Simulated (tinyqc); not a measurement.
# Ground and coupling capacitance from two measurements

Problem. A line has Cg to the planes and Cc to each of two neighbours. Find Cg, Cc, the load when both neighbours switch in antiphase, and the pulse on the line when it floats and both neighbours swing by Vx.

Inputs (values chosen for the exercise): swing Vx = 0.8 V.

capacitance with neighbours driven alike and with neighbours grounded (aF/um): 50  270

Answer. Driven alike, Cc carries no charge, which leaves Cg; grounded neighbours give Cg + 2 Cc, antiphase Cg + 4 Cc; a floating line divides the swing as 2 Cc/(Cg + 2 Cc).

Cg = 50.00 aF/um
Cc = 110.0 aF/um
load in antiphase = 490.0 aF/um
pulse = 0.6519 V

tinyqc, about 1 s, one thread, Intel Xeon 2.30GHz (shared host): `OMP_NUM_THREADS=1 python tinyqc.py 2790136 2790137 out.jsonl`
